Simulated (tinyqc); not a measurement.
Placement within one cell: pair of shallow donors (hydrogen-like orbitals).

Each donor has the orbital exp(-r/a); energy unit Ha* = q/(eps a), q = e^2/(4 pi eps0), so that a lone donor is bound by Ha*/2; x = R/a. One electron: S = (1 + x + x^2/3) exp(-x), j = 1/x - (1 + 1/x) exp(-2x), k = (1 + x) exp(-x); levels E(+/-) = -1/2 - (j +/- k)/(1 +/- S) in Ha*, without the repulsion of the ions, split by D = |E(-) - E(+)|. In six valleys the overlaps S and k are multiplied by v = [cos(K Rx) + cos(K Ry) + cos(K Rz)]/3, K = k0 (2 pi/a_lat), for isotropic envelopes and the symmetric valley state.

Two electrons, Heitler-London: with S' = (1 - x + x^2/3) exp(x), C = 1/x - exp(-2x)(1/x + 11/8 + 3x/4 + x^2/6), X = (1/5){exp(-2x)(25/8 - 23x/4 - 3x^2 - x^3/3) + (6/x)[S^2 (0.5772157 + ln x) + S'^2 Ei(-4x) - 2 S S' Ei(-2x)]}, Q = C - 2j + 1/x and A = X - 2 S k + S^2/x, the singlet and triplet lie at (Q +/- w A)/(1 +/- w S^2) from two lone donors, with the valley weight w = v^2; the exchange is J = triplet - singlet.

Constants: e^2/(4 pi eps0) = 14.39964547 eV angstrom.

Inputs chosen for the exercise (near those of two donors in Si; the results hold for these values, not for the real material): a = 17.3 angstrom (orbital radius); eps = 11.2 (dielectric constant); a_lat = 5.431 angstrom (lattice constant); k0 = 0.858 2 pi/a_lat (valley position); sites = ((14, 0, 0), (14.25, 0.25, 0.25), (14.5, 0.5, 0), (14, 0.5, 0.5), (13.75, 0.25, -0.25), (14.75, 0.25, -0.25), (14, 1, 0), (14.25, 0.75, -0.25), (15, 0.5, 0.5)) a_lat (positions of the second donor).

D and J for each site, and for v = 1.

Cases:

| site |
|---|
| (14, 0, 0) |
| (14.25, 0.25, 0.25) |
| (14.5, 0.5, 0) |
| (14, 0.5, 0.5) |
| (13.75, 0.25, -0.25) |
| (14.75, 0.25, -0.25) |
| (14, 1, 0) |
| (14.25, 0.75, -0.25) |
| (15, 0.5, 0.5) |

Rank the cases by J (micro-eV), lowest first.

Answer: (14.75, 0.25, -0.25), (14.25, 0.75, -0.25), (14.25, 0.25, 0.25), (14.5, 0.5, 0), (13.75, 0.25, -0.25), (14, 0.5, 0.5), (15, 0.5, 0.5), (14, 1, 0), (14, 0, 0).

Results:

| site | R (angstrom) | v | D (meV) | J (micro-eV) | J for v = 1 |
|---|---|---|---|---|---|
| (14, 0, 0) | 76.0 | 0.999 | 5.06 | 832 | 833 |
| (14.25, 0.25, 0.25) | 77.4 | 0.197 | 0.920 | 28.5 | 739 |
| (14.5, 0.5, 0) | 78.8 | -0.278 | 1.23 | 50.7 | 655 |
| (14, 0.5, 0.5) | 76.1 | -0.269 | 1.33 | 59.8 | 826 |
| (13.75, 0.25, -0.25) | 74.7 | 0.245 | 1.29 | 56.3 | 935 |
| (14.75, 0.25, -0.25) | 80.1 | -0.039 | 0.162 | 0.887 | 583 |
| (14, 1, 0) | 76.2 | 0.875 | 4.37 | 627 | 820 |
| (14.25, 0.75, -0.25) | 77.5 | -0.084 | 0.391 | 5.17 | 733 |
| (15, 0.5, 0.5) | 81.6 | -0.373 | 1.46 | 71.6 | 514 |

Over these sites the envelope alone changes J by a factor 1.82, and the valley factor v^2 by 655; J runs from 0.887 at (14.75, 0.25, -0.25) to 832 micro-eV at (14, 0, 0). Moves of less than one lattice constant change the phases of the valleys along each axis that moves, so the placement must be exact to the site.

Computed by tinyqc, a small Python program: `OMP_NUM_THREADS=1 python tinyqc.py 1282213 1282214 out.jsonl` (the numbers bound the seed that draws the inputs); one thread of a shared host (Intel(R) Xeon(R) Processor @ 2.30GHz), about 0.01 s for the whole set of steps.
